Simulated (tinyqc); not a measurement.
## Signal and retention of a DRAM cell: effect of temperature

A stored one starts at Vd and leaks: Cs dV/dt = -I(V), I = a sqrt((V + Vb)/(Vd + Vb)) + b, with a = Ig exp[-(Eg1 q/kB)(1/T - 1/T0)] (generation in a depletion layer) and b = Is exp[-(Es q/kB)(1/T - 1/T0)]. The bit line is precharged to Vd/2, and charge sharing gives the signal (V - Vd/2) Cs/(Cs + Cb).

The cell fails below Vc = Vd/2 + dm (Cs + Cb)/Cs. With s = sqrt((Vc + Vb)/(Vd + Vb)), the time from Vd to Vc is t = [2 Cs (Vd + Vb)/a] [1 - s - (b/a) ln((a + b)/(a s + b))]. This time is the median of a log-normal spread: failing cells = Nc erfc(z/sqrt 2)/2, z = ln(t/tr)/sg.

Values chosen for this exercise:
- Vd = 1.2 V (array voltage)
- Cs = 28 fF (cell capacitance)
- Cb = 47 fF (bit-line capacitance)
- dm = 62 mV (smallest signal that the sense amplifier resolves)
- Vb = 1.25 V (built-in plus back-bias voltage of the storage junction)
- Ig = 2.2 fA (junction leakage at V = Vd and T0)
- Is = 0.11 fA (voltage-independent leakage at the reference temperature0)
- Es = 0.43 eV (activation energy of Is)
- T0 = 358 K (reference temperature)
- sg = 0.72 (deviation of ln(retention time) over the cells)
- Nc = 1.72e10 (cells)
- tr = 64 ms (refresh interval)
- Eg1 = 0.6 eV (activation energy of Ig)

Constants: q = 1.602176634e-19 C, kB = 1.380649e-23 J/K. Results are converted to the units shown.

Effect of temperature:
```
T (K)	a (fA)	b (fA)	retention time (s)	failing cells
298	0.043830	0.0066465	250.79	1.2594e-20
318	0.19053	0.019053	60.523	1.5399e-11
338	0.69603	0.048218	17.066	7.4059e-5
358	2.2000	0.11000	5.5029	5.2964
368	3.7321	0.16065	3.2665	405.01
378	6.1565	0.22997	1.9916	15477
398	15.535	0.44645	0.79616	3.9822e6
```

What does the comparison show?

The retention time falls from 251 to 0.796 s, halving every 15.1 K at the hot end. Its apparent activation energy goes from 0.580 to 0.594 eV, between Es = 0.43 and Eg1 = 0.6 eV, as the share of a in the leakage grows from 86.8 to 97.2 %.

Range of the model: Real arrays also hold a tail of unusually leaky cells and cells whose retention varies in time, which this model lacks.

Program tinyqc, `OMP_NUM_THREADS=1 python tinyqc.py 2130096 2130097 out.jsonl`; Intel Xeon 2.30GHz, shared host, one thread, about 0.01 s.
